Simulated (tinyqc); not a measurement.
# Disorder and hopping from G and Sigma

Problem. In a semi-elliptic band with self-consistent Born disorder, Sigma = D G and G = 1/(z - (t^2 + D) G), z = E + i eta. Find D and t.

Inputs (values chosen for the exercise):

| symbol | value | unit | meaning |
|---|---|---|---|
| eta | 0.01 | eV | bare broadening |
| E | -0.128 | eV | energy from the band centre |

G = -0.06059682-0.96878738i 1/eV
Im Sigma = -0.049408156 eV

Answer. D = Im Sigma/Im G, and t^2 + D = (z - 1/G)/G.

D = 0.05100 eV^2
t = 1.000 eV

tinyqc, about 0.01 s, one thread, Intel Xeon 2.30GHz (shared host): `OMP_NUM_THREADS=1 python tinyqc.py 2720005 2720006 out.jsonl`
